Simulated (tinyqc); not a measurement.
Against the doping: grain-boundary trapping model (Seto) of a polycrystalline semiconductor film. Computed by tinyqc, a small Python program. Command: `OMP_NUM_THREADS=1 python tinyqc.py 3030260 3030261 out.jsonl poly walk`. One thread of a shared host (Intel(R) Xeon(R) Processor @ 2.30GHz), about 0.01 s of CPU time with the checks.

Grains of equal size L are joined by thin boundaries with one trap level. Trapped carriers deplete a width W on each side and raise a barrier, crossed by thermionic emission. Dopants are fully ionised, statistics are non-degenerate and mu_g does not depend on T.

Inputs (values chosen for the exercise, modelled on polycrystalline SiGe): permittivity eps = 13.5; effective mass m = 0.31 m_0; effective density of states at 300 K, N_c = 1.5e+19 1/cm^3; grain size L = 15 nm; trap density Q_t = 1.7e+12 1/cm^2; trap level E_t below the band edge = 0.52 eV; temperature T = 350 K.

Grain interior: neglected.

Constants: e = 1.602176634e-19 C; eps_0 = 8.8541878128e-12 F/m; k_B = 8.617333262e-05 eV/K; m_0 = 9.1093837015e-31 kg; k_B = 1.380649e-23 J/K.

Method:
- If all traps fill, the grain is just depleted at N* = Q_t/L, with the barrier e Q_t L/(8 eps eps_0).
- N_c(T) = N_c (T/300 K)^(3/2). Filled traps Q = Q_t/(1 + (1/2) exp((E_t* - E_F)/k_B T)), where E_t* = e V_B - E_t and E_F are counted from the band edge at the grain centre. Partial depletion: Q = 2 N W, V_B = e N W^2/(2 eps eps_0), E_F = k_B T ln(N/N_c); solve for W. If that W would exceed L/2 the grain is fully depleted: W = L/2, Q = N L, and E_F follows from the trap equation. Centre density n_0 = N_c exp(E_F/k_B T).
- Boundary: sigma_b = L e^2 n_0 exp(-e V_B/k_B T)/sqrt(2 pi m k_B T); rho = 1/sigma_b. Mean carrier density n_av = n_0 [(1 - 2W/L) + (2W/L) (sqrt(pi)/2) erf(y)/y], y = sqrt(e V_B/k_B T); effective mobility 1/(e n_av rho).

N* = 1.13333e+18 1/cm^3

The same film:
```
N (1/cm^3)  W (nm)   V_B (V)  mean density (1/cm^3)  mobility (cm^2/(V s))  rho (ohm cm)
3.40e+16    7.5000  0.001282             9.7836e+09                 252.27    2.5288e+06
1.10e+17    7.5000  0.004147             3.6254e+10                 236.61    7.2760e+05
2.80e+17    7.5000  0.010555             1.2808e+11                 204.44    2.3836e+05
5.70e+17    7.5000  0.021488             5.1112e+11                 157.98    7.7296e+04
9.10e+17    7.5000  0.034305             2.8199e+12                 115.31    1.9195e+04
1.40e+18    6.0714  0.034587             1.0827e+18                 106.61    5.4072e-02
2.30e+18    3.6957  0.021053             2.0835e+18                 142.56    2.1013e-02
4.50e+18    1.8889  0.010760             4.3785e+18                 186.71    7.6350e-03
1.10e+19    0.7727  0.004402             1.0947e+19                 225.38    2.5297e-03
4.50e+19    0.1889  0.001076             4.4987e+19                 250.52    5.5381e-04
```

What follows from these numbers?

The barrier peaks among these rows at N = 1.4e18 (0.035 V) and the mobility has its minimum at 1.4e18; N* is 1.1e18. While the grain is fully depleted (W = L/2) V_B grows as N; once all traps are filled it falls as 1/N (last exponent -1.00). Partly depleted rows (W < L/2) with e V_B below 2 k_B T stretch the depletion approximation. Where the barrier is low the mobility is too high, because scattering inside the grains is left out. Where N approaches N_c the non-degenerate statistics fail. rho drops most steeply, as N^-29.7, between 9.1e17 and 1.4e18.

Extremes, crossings and ranges named in words are read from the listed rows.
